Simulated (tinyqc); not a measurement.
Rayleigh-quotient iteration on a symmetric matrix, step by step. One step of it, computed by the program tinyqc.

Question. Step 1. solve (A - shift) w = v; v' = w/|w| with its largest component positive (the first on a tie); lambda = v'^T A v'; the next shift is lambda.

A, lower triangle:
```
,1,2,3,4,5,6
1,0.396000
2,0.180000,1.093000
3,0.581000,0.600000,1.325000
4,0.245000,-0.663000,0.342000,2.409000
5,-0.376000,-0.131000,0.032000,-0.073000,3.634000
6,-0.129000,1.112000,0.403000,0.227000,-0.077000,3.988000
```

vector v at the start: 0.408248  0.408248  0.408248  0.408248  0.408248  0.408248

shift = 0.020000

Give: vector after step 1; Rayleigh quotient after step 1.

Answer.

vector after step 1: 0.8814  0.1305  -0.4341  0.0315  0.1184  0.0516

Rayleigh quotient after step 1 = 0.0661
